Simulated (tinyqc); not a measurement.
# Mass and degeneracy from charge and saturation current

Question. At high drain voltage only states moving towards the drain are filled: I = gv (2 q^2/h) Vt ln(1 + exp eta) and n = (N0/2) F_(-1/2)(eta), N0 = gv sqrt(2 m kB T/pi)/hbar, F_(-1/2)(x) = (1/sqrt(pi)) int_0^infinity u^(-1/2)/(1 + exp(u - x)) du. Find eta and m.

Values chosen for this exercise: temperature T = 77 K; valley degeneracy gv = 1.

Constants: q = 1.602176634e-19 C, kB = 1.380649e-23 J/K, hbar = 1.054571817e-34 J s, h = 6.62607015e-34 J s, m0 = 9.1093837015e-31 kg, Vt = kB T/q. Results are converted to the units shown.

n = 5.7184464e5 cm^-1
I = 2.2023998 uA

Answer. In one dimension the current holds no mass, so it gives eta directly; n then gives m.

eta = 4.270
m = 0.04590 m0

Numbers from tinyqc (`OMP_NUM_THREADS=1 python tinyqc.py 2400124 2400125 out.jsonl`; about 0.04 s on one thread of a shared Intel Xeon 2.30GHz).
